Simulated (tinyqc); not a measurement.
Worked calculation: inverse iteration on a symmetric matrix. Computed by tinyqc, a small Python program that keeps every step. Settings: method = inverse, shift = 0.07. Command: `OMP_NUM_THREADS=1 python tinyqc.py 28873 28874 out.jsonl` (the two numbers bound the seeds that draw the settings). One thread of a shared host (Intel(R) Xeon(R) Processor @ 2.60GHz), about 0.01 s of CPU time with the checks.

## Step 1

A, lower triangle:
```
          1          2         3
1  0.753000
2  0.104000   1.376000
3  0.584000  -0.089000  1.486000
```

vector v at the start: 0.577350  0.577350  0.577350

shift = 0.070000

solve (A - shift) w = v; v' = w/|w| with its largest component positive (the first on a tie); lambda = v'^T A v'.

vector after step 1: 0.825509  0.520208  0.218901

Rayleigh quotient after step 1 = 1.236834

## Step 2

As before.

vector after step 2: 0.946592  0.142519  -0.289227

Rayleigh quotient after step 2 = 0.542594

## Step 3

As before.

vector after step 3: 0.892833  -0.061976  -0.446103

Rayleigh quotient after step 3 = 0.419626

## Course of the iteration

Stop when the residual |A v - lambda v| is below 1e-9.

Steps:
```
step      lambda  residual
1     1.23683427  5.54e-01
2     0.54259392  3.64e-01
3     0.41962568  9.45e-02
4     0.41186748  2.28e-02
5     0.41140588  5.59e-03
6     0.41137739  1.40e-03
7     0.41137559  3.54e-04
8     0.41137547  9.02e-05
9     0.41137546  2.31e-05
10    0.41137546  5.94e-06
11    0.41137546  1.53e-06
12    0.41137546  3.94e-07
13    0.41137546  1.02e-07
14    0.41137546  2.62e-08
15    0.41137546  6.77e-09
16    0.41137546  1.75e-09
17    0.41137546  4.51e-10
```

all eigenvalues, for comparison: 0.411375  1.392848  1.810777

Converged in 17 steps.
